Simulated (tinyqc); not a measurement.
## Trap density from the barrier height

Problem. In a partly depleted grain with all boundary traps filled, 2 N W = Qt and VB = q N W^2/(2 eps0 eps_r). Find Qt, W and the doping at which VB would equal Vt.

Inputs (values chosen for the exercise):

| symbol | value | unit | meaning |
|---|---|---|---|
| T | 300 | K | temperature |
| eps_r | 11.7 |  | relative permittivity |

Constants: q = 1.602176634e-19 C, kB = 1.380649e-23 J/K, Vt = kB T/q, eps0 = 8.8541878128e-14 F/cm where lengths are in cm. Results are converted to the units shown.

doping = 1e18 cm^-3
barrier height = 0.13068704 V

Solution. Eliminating W gives VB = q Qt^2/(8 eps0 eps_r N), which falls as 1/N.

Qt = 2.60e12 cm^-2
W = 13.0 nm
doping for VB = Vt = 5.06e18 cm^-3

Computed by the program tinyqc: `OMP_NUM_THREADS=1 python tinyqc.py 2830307 2830308 out.jsonl`, one thread of a shared Intel Xeon 2.30GHz, about 0.01 s for the whole run.
